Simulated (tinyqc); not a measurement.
# Capacitances against the line height

Endless row of lines of width wl, height tl and space sl between grounded planes at distance hd; e2 fills the gaps beside the lines, e1 the rest. Laplace's equation is solved on meshes of 3, 6 and 12 steps per unit u and extrapolated (Aitken), which is good to about 0.2 %. C_even (all lines at 1 V) is the capacitance Cg to the planes; C_odd (neighbours in antiphase) = Cg + 4 Cc if only nearest neighbours couple, which defines Cc; total with quiet neighbours Cg + 2 Cc. Plate values 2 eps0 e1 wl/hd and eps0 e2 tl/sl.

Parameters, values chosen for the exercise: relative permittivity above and below the lines e1 = 2.4; relative permittivity between the lines e2 = 3.9; line width, in units u wl = 6 u; space between lines sl = 4 u; distance to each plane hd = 6 u.

Constants: eps0 = 8.8541878128e-12 F/m. Results are converted to the units shown.

The same in every row: plate Cg (aF/um) = 42.5.

Result of one run:
```
Cg (aF/um),Cc (aF/um),Cg + 2 Cc (aF/um),C_odd (aF/um),plate Cc (aF/um),"share of coupling, 2 Cc/(Cg + 2 Cc) (%)"
68.5,44.2,157,245,34.5,56.3
```

Which line height tl gave this result: 2, 4, 6 or 16 u?

tl = 4 u.

The whole series:
```
tl (u),Cg (aF/um),Cc (aF/um),Cg + 2 Cc (aF/um),C_odd (aF/um),plate Cc (aF/um),"share of coupling, 2 Cc/(Cg + 2 Cc) (%)"
2,68.0,27.1,122,176,17.3,44.3
4,68.5,44.2,157,245,34.5,56.3
6,68.6,61.5,192,314,51.8,64.2
8,68.7,78.7,226,384,69.1,69.6
12,68.7,113,295,522,104,76.7
16,68.7,148,364,660,138,81.1
```

As tl goes from 2 to 16, Cg rises from 68.0 to 68.7 aF/um, Cc rises from 27.1 to 148 aF/um and the share of coupling rises from 44.3 to 81.1 %. Cg is 1.60 times its plate value in the first row and 1.62 times in the last; for Cc the ratios are 1.57 and 1.07. Neighbours in antiphase raise the load by a factor of 1.44 and 1.81 over quiet ones.

Numbers from tinyqc (`OMP_NUM_THREADS=1 python tinyqc.py 2790165 2790166 out.jsonl`; about 0.6 s on one thread of a shared Intel Xeon 2.30GHz).
